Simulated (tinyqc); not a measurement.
Inside a calculation. Model: non-radiative capture by multiphonon emission, one effective mode. Computed by tinyqc, a small Python program that keeps every step. Command: `OMP_NUM_THREADS=1 python tinyqc.py 3019038 3019039 out.jsonl capture walk`. One thread of a shared host (Intel(R) Xeon(R) Processor @ 2.30GHz), about 0.01 s of CPU time with the checks. Intermediate numbers are printed to about 5 digits and carried at full precision; extremes and crossings named in words are read from the listed rows.

The initial state (free carrier plus empty centre) lies dE above the final state; both have the same frequency and are displaced by dQ.

Inputs (values chosen for the exercise, with mass, screening and phonons like those of CdTe): energy released dE = 0.149 eV; phonon energy hbar omega = 9.86 meV; Huang-Rhys factor S = 7.87; electron-phonon coupling W = 0.012 eV/(u^(1/2) angstrom); cell volume V = 1460 angstrom^3; degeneracy g = 2; broadening b = 7.2 meV; carrier mass m = 0.616 m_0; temperature T = 120 K; defect density N_t = 5e+15 cm^-3.

Centre: neutral.

Constants: hbar^2/u = 4.18015928e-03 eV angstrom^2; k_B = 8.617333262e-05 eV/K; hbar = 6.582119569e-16 eV s; k_B = 1.380649e-23 J/K; m_0 = 9.1093837015e-31 kg.

## Geometry of the two curves

dQ = sqrt(2 S (hbar^2/u)/hbar omega); relaxation energy lambda = S hbar omega; phonons needed P = dE/hbar omega; classical barrier E_b = (dE - lambda)^2/(4 lambda); occupation n = 1/(exp(hbar omega/k_B T) - 1).

dQ = 2.5832 u^(1/2) angstrom

lambda = 0.077598 eV

P = 15.112

classical barrier E_b = 0.016425 eV

occupation n = 0.62704

dE exceeds lambda: the inverted case usual for deep centres, in which the curves cross on the far side of the initial minimum.

## Phonon weights near resonance

Huang-Rhys weight for a net emission of p phonons: L_p = exp(-S (2n + 1)) ((n + 1)/n)^(p/2) I_p(2 S sqrt(n (n + 1))), I_p the modified Bessel function. M_p = sum_m w_m <m_i|Q|(m + p)_f>^2 with Q counted from the final minimum and Boltzmann weights w_m for m = 0..24; <m_i|Q|k_f> = sqrt((hbar^2/u)/(2 hbar omega)) [sqrt(k) <m|k-1> + sqrt(k+1) <m|k+1>], with overlaps of oscillators displaced by d = sqrt(2 S) summed on 1500 points from -16 to 16 + d. The delta function is a Gaussian of standard deviation b at dE - p hbar omega.

Weights:
```
p        L_p  M_p (u angstrom^2)  Gaussian (1/eV)
12  0.056363             0.59938       6.3215e-03
13  0.043423             0.50942       8.4693e-01
14  0.031858             0.41042       1.7395e+01
15  0.022293             0.31406       5.4766e+01
16  0.014902             0.22870       2.6433e+01
17  0.009530             0.15876       1.9557e+00
18  0.005839             0.10525       2.2182e-02
```

## Capture coefficient before scaling

C_0 = V (2 pi/hbar) g W^2 sum_p M_p Gaussian_p. The sum runs over the seven p from round(P) - 3 to round(P) + 3; 1 angstrom^3 = 1e-24 cm^3.

sum_p M_p Gaussian_p = 31.132 u angstrom^2/eV

C_0 = 1.2496e-07 cm^3/s

## Scaled coefficient, cross-section and lifetime

For a neutral centre the Sommerfeld factor is 1. C = s C_0; v = sqrt(3 k_B T/m); sigma = C/v; tau = 1/(C N_t).

Sommerfeld factor s = 1

capture coefficient C = 1.2496e-07 cm^3/s

thermal velocity v = 9.4115e+06 cm/s

cross-section sigma = 1.3277e-14 cm^2

capture time = 1.6005e-09 s

## Quantum against classical capture

C_0 = V (2 pi/hbar) g W^2 sum_p M_p Gaussian_p. Here the sum runs over all p. Classical (Marcus) form: replace the sum by Q_c^2 exp(-E_b/k_B T)/sqrt(4 pi lambda k_B T), Q_c = dQ (dE + lambda)/(2 lambda). The last column is -k_B d ln C_0/d(1/T) from this row and the one above.

Against temperature:
```
T (K)  C_0, quantum (cm^3/s)  C_0, classical (cm^3/s)  Sommerfeld factor  activation energy (eV)
9.2               4.6458e-08               2.0646e-15                  1                       -
17.0              4.6623e-08               2.0411e-11                  1              6.1487e-06
29.0              4.9210e-08               1.6173e-09                  1              1.9113e-04
46.0              5.9221e-08               1.4571e-08                  1              1.2522e-03
69.0              7.9375e-08               4.7348e-08                  1              3.4832e-03
100.0             1.0835e-07               9.2603e-08                  1              5.9684e-03
160.0             1.5091e-07               1.4962e-07                  1              7.6137e-03
250.0             1.8093e-07               1.8379e-07                  1              6.9495e-03
```

At 9.20 K the quantum value is 2.3e7 times the classical one: C_0 comes from tunnelling out of the lowest level and hardly depends on T. At 250 K the ratio is 0.98. The largest apparent activation energy is 0.008 eV against the classical barrier of 0.016 eV, so an Arrhenius fit understates the barrier, through tunnelling and the broadening b at low T and the T^(-1/2) prefactor at high T.

Checks made by the program: Bessel formula against the sum over overlaps (relative difference below 1e-10).
